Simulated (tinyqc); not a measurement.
Rise against time: self-heating of a transistor with one or more fingers, with temperature-dependent conductivity. Computed by tinyqc, a small Python program. Command: `OMP_NUM_THREADS=1 python tinyqc.py 3009808 3009809 out.jsonl selfheat walk`. One thread of a shared host (Intel(R) Xeon(R) Processor @ 2.30GHz), about 0.06 s of CPU time with the checks.

N long parallel fingers lie on the top face of a slab whose bottom is held at T_0; the top is otherwise insulated, and heat flows in two dimensions. P in W/mm is 1000 P in W/m.

Inputs (values chosen for the exercise, modelled on gallium nitride): conductivity at the base temperature kappa_0 = 186 W/(m K); power per gate width P = 6.2 W/mm; fingers N = 6; finger pitch s = 46 micrometre; width of the heat source w = 1.7 micrometre; substrate thickness t = 190 micrometre; heat capacity C = 3.1 1e6 J/(m^3 K); pulse length = 0.057 microsecond.

Power: power rises with temperature.

Method:
- A line source of power P on the top face raises the top at distance x by (P/(pi kappa_0)) g(x), g(x) = -ln tanh(pi x/(4 t)) (the image sum for the slab). On a strip of width w the centre sees the mean of g over the strip, g_0 = 1 + ln(8 t/(pi w)) for w much below t.
- theta_i = (P/(pi kappa_0)) [g_0 + sum over j != i of g(|i - j| s)], with equal powers and constant conductivity; thermal resistance = largest theta/P.
- After switching on, theta(tau) = (P D/kappa_0) int_0^tau X(u) Z(u) du at the hottest finger, D = kappa_0/C; X = sum over fingers at distance x of [erf((x + w/2)/r) - erf((x - w/2)/r)]/(2 w), Z = sum_(j=-200..200) (-1)^j exp(-(2 j t/r)^2)/sqrt(pi D u), r = 2 sqrt(D u); trapezoid rule on 300 points evenly spaced in ln u from u_0 = 1e-3 min(tau, w^2/D) to tau, plus the exact piece 2 sqrt(u_0/(pi D))/w below u_0. Conductivity and power are held at their base values here, and Fourier's law is used even where the diffusion length is near a phonon free path.

diffusivity D = 60 micrometre^2/microsecond

theta of each finger (K): [113.994, 128.541, 134.582, 134.582, 128.541, 113.994]

largest theta = 134.582 K

Heating curve:
```
time (microsecond)  sqrt(D time) (micrometre)  rise (K)  share of the steady rise
6.00e-04                              0.18974    4.1975                   0.03119
0.006                                     0.6    12.032                   0.08941
0.06                                   1.8974    23.511                    0.1747
0.6                                         6    35.647                    0.2649
6                                      18.974    48.971                    0.3639
30                                     42.426    68.024                    0.5054
120                                    84.853    97.943                    0.7278
360                                    146.97    124.23                     0.923
900                                    232.38    133.76                    0.9939
```

What follows from these numbers?

Half the steady rise is reached between 6.0 and 30 microseconds, and the last row holds 99.4 % of it; the slowest time constant is 4 t^2/(pi^2 D) = 244 microseconds. While the diffusion length lies between w and the pitch or thickness, the rise grows as the logarithm of time; once it nears the pitch of 46 micrometre the neighbours add their heat.

Extremes, crossings and ranges named in words are read from the listed rows.
